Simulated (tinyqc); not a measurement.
# Vertical double-diffused power MOSFET, components of the on-resistance: On-resistance against the gap between neighbouring p bodies

Stripe cells of pitch Wp + a, two channels a cell. Current flows through the channels, spreads in the accumulation layer, passes the gap between the p bodies and spreads at 45 degrees into the drift layer below them. Low drain voltage, full ionisation.

Triangular field at breakdown with Ec = Kc N^(1/8): BV = eps0 eps_r Ec^2/(2 q N), so N = (eps0 eps_r Kc^2/(2 q BV))^(4/3); W = 2 BV/Ec; mu = mud (T/300 K)^(-bt); rho = 1/(q mu N); ideal resistance rho W. Pitch p = Wp + a, Cox = 3.9 eps0/tox; zero-bias depletion in the gap w0 = sqrt(2 eps0 eps_r Vbi/(q N Nj)), open gap g = a - 2 w0; R_ch = Lc p/(2 mch Cox Vov); R_acc = 0.6 a p/(4 mac Cox Vov), 0.6 being an empirical factor for current leaving the layer along its length; R_gap = (rho/Nj) xp p/g; spreading depth t = min(W, (p - g)/2); R_drift = (rho p/2) ln((g + 2 t)/g) + rho (W - t); R_on = the sum with Rs.

Inputs (values chosen for the exercise); bulk values close to those of gallium nitride: temperature T = 300 K; relative permittivity eps_r = 9.62; critical-field constant Kc = 25200 V/cm per (cm^-3)^(1/8); rated breakdown voltage of the drift layer BV = 6500 V; drift mobility at 300 K mud = 917 cm^2/(V s); temperature exponent of the drift mobility bt = 2; gate oxide thickness (eps_r 3.9) tox = 32 nm; gate overdrive Vov = 13 V; channel mobility mch = 33 cm^2/(V s); accumulation-layer mobility mac = 160 cm^2/(V s); channel length Lc = 1.4 um; width of the p body in one cell, channels included Wp = 3.8 um; depth of the p body xp = 1 um; doping of the gap over the drift doping Nj = 5; built-in voltage of the body junction Vbi = 3.09 V; substrate and contact resistance Rs = 0.085 mohm cm^2.

Constants: q = 1.602176634e-19 C, eps0 = 8.8541878128e-14 F/cm where lengths are in cm. Results are converted to the units shown.

The same in every row: ideal (mohm cm^2) = 26.53.

On-resistance against the gap between neighbouring p bodies:
```
a (um)  R_ch (mohm cm^2)  R_acc (mohm cm^2)  R_gap (mohm cm^2)  R_drift (mohm cm^2)  R_on (mohm cm^2)  largest term
1.5               0.8014            0.05313              1.811                28.86             31.61         drift
2                 0.8770            0.07752             0.6435                27.94             29.63         drift
2.6               0.9677             0.1112             0.3923                27.55             29.10         drift
3.5                1.104             0.1707             0.2677                27.26             28.89         drift
4.6                1.270             0.2582             0.2066                27.08             28.90         drift
6.1                1.497             0.4036             0.1680                26.95             29.10         drift
8                  1.784             0.6309             0.1438                26.85             29.49         drift
11                 2.238              1.088             0.1248                26.76             30.30         drift
14                 2.692              1.665             0.1148                26.71             31.27         drift
```

Read the table: what changes, and by how much?

R_on goes from 31.6 through a minimum of 28.9 (at a = 3.5 among the rows listed) to 31.3 mohm cm^2. The drift term is the largest at a = 1.5 and in all other rows. R_on is 1.19 times the ideal drift resistance in the first row and 1.18 times in the last. A narrow gap chokes the current while a wide one lengthens the pitch and so dilutes the channels, which gives the minimum.

Computed by the program tinyqc: `OMP_NUM_THREADS=1 python tinyqc.py 2230014 2230015 out.jsonl`, one thread of a shared Intel Xeon 2.30GHz, about 0.01 s for the whole run.
